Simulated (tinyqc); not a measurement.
Born-Mayer model of an ionic crystal AB: one step, computed by the program tinyqc. Command: `OMP_NUM_THREADS=1 python tinyqc.py 3014978 3014979 out.jsonl bornmayer walk`. One thread of a shared host (Intel(R) Xeon(R) Processor @ 2.30GHz), about 0.01 s of CPU time with the checks.

Energies are per ion pair and r is the nearest distance of unlike ions.

Question. Terms of the lattice energy. Madelung constant M, unlike neighbours z1, like neighbours z2 at f r, volume per pair: rock salt 1.747565, 6, 12, sqrt2, 2 r^3; caesium chloride 1.762675, 8, 6, 2/sqrt3, 8 r^3/(3 sqrt3); zinc blende 1.638055, 4, 12, sqrt(8/3), 16 r^3/(3 sqrt3). U(r) = -M z^2 e^2/(4 pi eps_0 r) + z1 lambda exp(-r/rho) + z2 [lambda2 exp(-f r/rho) - C/(f r)^6] (one mean like-ion term for both sublattices).

Inputs (values chosen for the exercise, for a model salt): ionic charge z = 1; unlike repulsion lambda = 139 eV; range rho = 0.355 angstrom; like repulsion lambda2 = 541 eV; dispersion C between like ions = 21 eV angstrom^6.

Structure: caesium chloride. Short range: with like-ion terms.

equilibrium distance r0 = 2.617698 angstrom

Constants: e^2/(4 pi eps_0) = 14.39964548 eV angstrom.

Give: terms; lattice energy U.

Answer.

terms (eV): Coulomb -9.696, unlike repulsion 0.698, like repulsion 0.651, dispersion -0.165

lattice energy U = -8.513 eV per pair

The short-range terms together cancel 12.2 % of the Coulomb energy.
